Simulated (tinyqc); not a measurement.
# Energy and pressure along a compression

Model: pair-potential crystal by lattice sums. Computed by tinyqc, a small Python program. Command: `OMP_NUM_THREADS=1 python tinyqc.py 3006173 3006174 out.jsonl pairsum sweep`. One thread of a shared host (Intel(R) Xeon(R) Processor @ 2.30GHz), about 0.03 s of CPU time with the checks.

Energy per atom E = (1/2) sum over neighbours of phi(r); d is the nearest-neighbour distance.

Inputs (values chosen for the exercise, for model atoms):
```
quantity,value,unit
well depth eps,0.157,eV
pair minimum r0,3.95,angstrom
cut-off r_c/r0,2.19,-
repulsive exponent n,10,-
attractive exponent m,6,-
```

Potential: Mie n-m. Structure: fcc.

Constants: 1 eV/angstrom^3 = 160.2176634 GPa.

Method:
- phi0(r) = eps [m (r0/r)^n - n (r0/r)^m]/(n - m); shifted-force cut-off: phi(r) = phi0(r) - phi0(r_c) - (r - r_c) phi0'(r_c) for r < r_c, zero beyond.
- Shells (distance in units of d, count): fcc 1.0000 (12), 1.4142 (6), 1.7321 (24), 2.0000 (12), 2.2361 (24), 2.4495 (8), 2.6458 (48), 2.8284 (6), 3.0000 (36), 3.1623 (24); hcp 1.0000 (12), 1.4142 (6), 1.6330 (2), 1.7321 (18), 1.9149 (12), 2.0000 (6), 2.2361 (12), 2.3805 (12), 2.4495 (6), 2.5166 (6), 2.5820 (12), 2.6458 (24), 2.7080 (6), 2.8868 (12), 3.0000 (12), 3.1091 (24), 3.1623 (12); bcc 1.0000 (8), 1.1547 (6), 1.6330 (12), 1.9149 (24), 2.0000 (8), 2.3094 (6), 2.5166 (24), 2.5820 (24), 2.8284 (24), 3.0000 (32); sc 1.0000 (6), 1.4142 (12), 1.7321 (8), 2.0000 (6), 2.2361 (24), 2.4495 (24), 2.8284 (12), 3.0000 (30), 3.1623 (24); diamond 1.0000 (4), 1.6330 (12), 1.9149 (12), 2.3094 (6), 2.5166 (12), 2.8284 (24), 3.0000 (16). Volumes per atom in d^3: fcc 0.70711, hcp 0.70711, bcc 0.76980, sc 1.00000, diamond 1.53960; hcp has the ideal c/a. Every shell inside the cut-off is summed.
- List each shell within the cut-off.
- E = (1/2) sum count x phi; P = -(1/(6 Omega)) sum count x r phi', Omega = 0.707107 d^3.

One run for each value:
```
trial neighbour distance d/r0,energy at the trial distance (eV/atom),pressure at the trial distance (GPa)
0.880,-0.363,30.66
0.907,-0.755,15.44
0.935,-0.958,6.42
0.963,-1.033,1.45
1.020,-0.986,-2.50
1.050,-0.912,-3.00
1.070,-0.856,-3.06
1.100,-0.770,-2.92
```

Give the missing row, trial neighbour distance d/r0 = 0.990.

Computed row:
```
trial neighbour distance d/r0  energy at the trial distance (eV/atom)  pressure at the trial distance (GPa)
0.990                                                          -1.033                                 -1.12
```

Interpolating between the two neighbouring rows (linearly) misses most in pressure at the trial distance (GPa), by 62 %. Over the rows, energy at the trial distance (eV/atom) goes from -0.363 through a minimum among these rows, -1.03 at 0.990, to -0.770; pressure at the trial distance (GPa) goes from 30.7 through a minimum among these rows, -3.06 at 1.07, to -2.92. The pressure changes sign between d/r0 = 0.963 and 0.990, where the energy has its minimum.

Extremes, crossings and ranges named in words are read from the listed rows.
